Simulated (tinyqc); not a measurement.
Capillary instabilities by surface diffusion: grooving and agglomeration of films, edge retraction, wire break-up and smoothing of roughness: one step, computed by the program tinyqc. Command: `OMP_NUM_THREADS=1 python tinyqc.py 3020237 3020238 out.jsonl dewet walk`. One thread of a shared host (Intel(R) Xeon(R) Processor @ 2.30GHz), about 0.01 s of CPU time with the checks.

Isotropic surface energy; shapes change by surface diffusion alone.

Question. Break-up of a free wire. A wire with r + A cos(k z) has dA/dt = (B/r^4) (kr)^2 [1 - (kr)^2] A: unstable for wavelengths above 2 pi r, fastest at kr = 1/sqrt 2 with the rate B/(4 r^4); break-up time about (4 r^4/B) ln(r/A0); each wavelength makes a sphere of radius (3 r^2 lambda_m/4)^(1/3).

Inputs (values chosen for the exercise, of the order of those of a gold film): temperature T = 658 K; time t = 11 s; wire radius r = 31 nm; initial ripple over radius = 0.02.

B = 1248558 nm^4/s

Give: fastest wavelength; break-up time; radius of the spheres; t over the break-up time.

Answer.

fastest wavelength = 275.46 nm

break-up time = 11.574 s

radius of the spheres = 58.337 nm

t over the break-up time = 0.95037

The wire survives t. Caution: faceting can stabilise wires along low-index directions.
